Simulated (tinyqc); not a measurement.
Concentration-dependent dopant diffusion with charged defects and the built-in field: one step, computed by the program tinyqc.

A constant source C_s feeds a half space. The dopant moves through neutral point defects and through charged ones, whose number grows with the majority carrier density n.

Problem. Intrinsic density and partial diffusivities. n_i = 3.87e16 T^1.5 exp(-7014/T) per cm^3 (T in kelvin, an empirical form); each D = prefactor x exp(-E/(k_B T)); the intrinsic diffusivity D_i is their sum. Temperatures in kelvin are T(C) + 273.15.

Inputs (values chosen for the exercise, modelled on antimony in silicon):
```
quantity                      value    unit
neutral prefactor D0x         0.194  cm^2/s
neutral activation energy E0   3.65      eV
singly charged prefactor D01   13.7  cm^2/s
activation energy E1           4.09      eV
temperature T                   975       C
```

Field enhancement: off.

Constants: k_B = 8.617333262e-05 eV/K.

Give: n_i; partial diffusivities; intrinsic diffusivity D_i.

Solution.

n_i = 6.189e+18 1/cm^3

partial diffusivities (cm^2/s): Dx 3.547e-16, D1 4.189e-16

intrinsic diffusivity D_i = 7.736e-16 cm^2/s
